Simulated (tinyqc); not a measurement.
From one set of inputs to another, one input at a time: two-dimensional dopant profile at a mask edge: lateral junction, overlap and effective channel length. Computed by tinyqc, a small Python program. Command: `OMP_NUM_THREADS=1 python tinyqc.py 3003219 3003220 out.jsonl lateral ladder`. One thread of a shared host (Intel(R) Xeon(R) Processor @ 2.30GHz), about 0.01 s of CPU time with the checks.

Ions enter for y < 0; the mask (spacer, then gate) covers y > 0. x is the depth. The surface reflects dopant during the anneal.

The inputs printed are set A. Inputs not listed in the table keep their values of set A, so the rows need not describe a real material.

Inputs (values chosen for the exercise, modelled on a source-drain extension in silicon): dose Q = 8.5e+14 1/cm^2; projected range R_p = 11 nm; vertical straggle = 4.4 nm; lateral straggle = 4.7 nm; anneal budget D t = 1.2e-12 cm^2; channel doping C_B = 1e+18 1/cm^3; gate length L_g = 100 nm; offset spacer = 2.4 nm; oxide thickness = 4.7 nm.

Constants: eps_0 = 8.8541878128e-12 F/m.

Method:
- Widths s_x^2 = (vertical straggle)^2 + 2 D t, s_y^2 = (lateral straggle)^2 + 2 D t. C(x, y) = V(x) (1/2) erfc(y/(sqrt2 s_y)), V(x) = Q/(sqrt(2 pi) s_x) [exp(-(x - R_p)^2/(2 s_x^2)) + exp(-(x + R_p)^2/(2 s_x^2))]; 1 nm = 1e-7 cm.
- The vertical junction far from the mask solves V(x) = C_B.
- The lateral junction at depth x solves C = C_B: y_j(x) = sqrt2 s_y erfc^-1(2 C_B/V(x)). Overlap under the gate = y_j(0) - spacer; metallurgical channel L_met = L_g - 2 overlap (tails from the two sides are not added).
- Abruptness at y_j(0) in nm per decade = ln(10) s_y sqrt(pi/2) exp(u^2) erfc(u), u = y_j/(sqrt2 s_y). Overlap capacitance per width = 3.9 eps_0 overlap/t_ox (zero if there is no overlap).

Each row keeps all changes above it:
```
input moved                     from       to  vertical junction x_j (nm)  metallurgical channel L_met (nm)  ratio y_j(0)/x_j
set A                              -        -                      63.701                            15.826           0.69838
lateral straggle (nm)            4.7      3.4                      63.701                            17.632           0.68420
vertical straggle (nm)           4.4      2.6                      62.521                            17.497           0.69820
anneal budget D t (cm^2)     1.2e-12  5.2e-14                      26.172                            85.695           0.36498
projected range R_p (nm)          11      7.2                      22.372                            78.799           0.58110
channel doping C_B (1/cm^3)    1e+18  1.5e+18                      21.907                            80.060           0.56466
gate length L_g (nm)             100       43                      21.907                            23.060           0.56466
dose Q (1/cm^2)              8.5e+14  2.2e+15                      22.977                            20.178           0.60108
```

Which inputs carry the difference?

Vertical junction x_j goes from 63.7 to 23.0, a factor 0.361 in all. The largest single move comes from anneal budget D t (a factor 0.419). Metallurgical channel L_met goes from 15.8 to 20.2, a factor 1.27 in all. The largest single move comes from anneal budget D t (a factor 4.90), and gate length L_g works against it (a factor 0.288). Ratio y_j(0)/x_j goes from 0.698 to 0.601, a factor 0.861 in all. The largest single move comes from anneal budget D t (a factor 0.523), and projected range R_p works against it (a factor 1.59). The single moves hold for this order of the switches; the total does not depend on the order.

Caution (rows anneal budget D t, projected range R_p, channel doping C_B, gate length L_g, dose Q): the peak exceeds usual solubilities, so part of the dose is inactive and diffusion is concentration dependent. Caution (rows anneal budget D t, projected range R_p, channel doping C_B, gate length L_g, dose Q): the profile peaks below the surface, where the junction reaches further under the gate than y_j(0); the overlap given is the one at the surface.

Extremes, crossings and ranges named in words are read from the listed rows.
